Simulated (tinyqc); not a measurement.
Inside a calculation. Model: CMOS latch-up, two-transistor model.

Program tinyqc, `OMP_NUM_THREADS=1 python tinyqc.py 2670030 2670031 out.jsonl`; Intel Xeon 2.30GHz, shared host, one thread, about 0.04 s. Printed values are rounded.

A parasitic pnp (emitter at Vdd, base shunted by Rw) and npn (emitter at ground, base shunted by Rs) feed each other: the npn collector current flows out of the pnp base node, the pnp collector current into the npn base node. Forward-active transistors with constant gains: Icn = Isn exp(Vn/Vt), Icp = Isp (exp(Vp/Vt) - 1). A current Ii is injected into the npn base node.

Inputs (values chosen for the exercise); values close to those of bulk CMOS: temperature T = 293 K; current gain of the npn bn = 6.5; current gain of the pnp bp = 5; saturation current of the npn at T Isn = 2.1e-15 A; saturation current of the pnp at T Isp = 8.6e-17 A; substrate resistance shunting the npn Rs = 52 ohm; well resistance shunting the pnp Rw = 220 ohm; resistance from the pnp collector to the npn base R2 = 150 ohm; base-emitter voltage in the on state Von = 0.74 V; saturation voltage Vsat = 0.17 V; supply voltage Vdd = 3.3 V; current injected into the substrate Ii = 13.4 mA.

Constants: q = 1.602176634e-19 C, kB = 1.380649e-23 J/K, Vt = kB T/q. Results are converted to the units shown.

## Holding current and voltage

On state with both base-emitter voltages at Von: npn base current Ib = (Von/Rs + bp Von/Rw)/(bn bp - 1), holding current Ih = (bn + 1) Ib + Von/Rs, holding voltage Vh = Vsat + Von + R2 (Ib + Von/Rs).

bn bp = 32.5
Ib = 0.985681 mA
Ih = 21.6234 mA
Vh = 3.19247 V

Vh is below Vdd = 3.3 V, so the supply can sustain a latched state.

## The off branch

| point | Vn (V) |
|---|---|
| 0 | 0.507 |
| 1 | 0.587 |
| 2 | 0.637 |
| 3 | 0.667 |
| 4 | 0.687 |
| 5 | 0.707 |
| 6 | 0.722 |
| 7 | 0.737 |

Node equations: Vp/Rw + Icp/bp = Icn and Vn/Rs + Icn/bn = Icp + Ii. Loop gain G = gn gp/[(1/Rw + gp/bp)(1/Rs + gn/bn)], gn = Icn/Vt, gp = (Icp + Isp)/Vt; the off state ends where G = 1, and Ii there is the trigger current. For each Vn: Icn, then Vp from the first equation, then Ii from the second.

| point | Icn (mA) | Vp (V) | Icp (mA) | Ii (mA) | G |
|---|---|---|---|---|---|
| 0 | 0.0011039 | 2.4286e-4 | 8.3119e-16 | 9.7502 | 1.7195e-15 |
| 1 | 0.026241 | 0.0057730 | 2.2093e-14 | 11.292 | 5.0480e-14 |
| 2 | 0.19011 | 0.041824 | 3.6472e-13 | 12.279 | 1.4503e-12 |
| 3 | 0.62377 | 0.13723 | 1.9635e-11 | 12.923 | 1.8432e-10 |
| 4 | 1.3773 | 0.30301 | 1.4012e-8 | 13.423 | 2.4110e-7 |
| 5 | 3.0412 | 0.66791 | 0.026478 | 14.038 | 0.70344 |
| 6 | 5.5088 | 0.81512 | 9.0185 | 5.7136 | 19.426 |
| 7 | 9.9786 | 0.84602 | 30.665 | -14.957 | 24.237 |

Ii peaks at 14.04 mA, at Vn = 0.7074 V where G = 1; beyond it the loop feeds itself.

## Iteration 1: response to the injected current, once round the loop per iteration

Vn at the start = 0.56 V

Icn = Isn exp(Vn/Vt); Vp solves Vp/Rw + Icp/bp = Icn; Vn(new) solves Vn/Rs + (Isn/bn) exp(Vn/Vt) = Icp + Ii.

Icn = 0.00900658 mA
Vp = 0.00198145 V
Icp = 7.02090e-15 mA
Vn after iteration 1 = 0.686147 V

## Course of the iteration: response to the injected current, once round the loop per iteration

Stop when Vn changes by less than 1e-9 V, or after 150 iterations. Vn must stay below 1.1 V.

Course of the iteration:

| iteration | Vn (V) | \|change\| (V) |
|---|---|---|
| 1 | 0.686147 | 0.126 |
| 2 | 0.686147 | 3.44e-10 |

Converged in 2 iterations. The change falls from 0.13 in the first iteration to below the tolerance in the last. An off state exists, since Ii is below the trigger current, the largest Ii that the node equations allow, 14.04 mA.
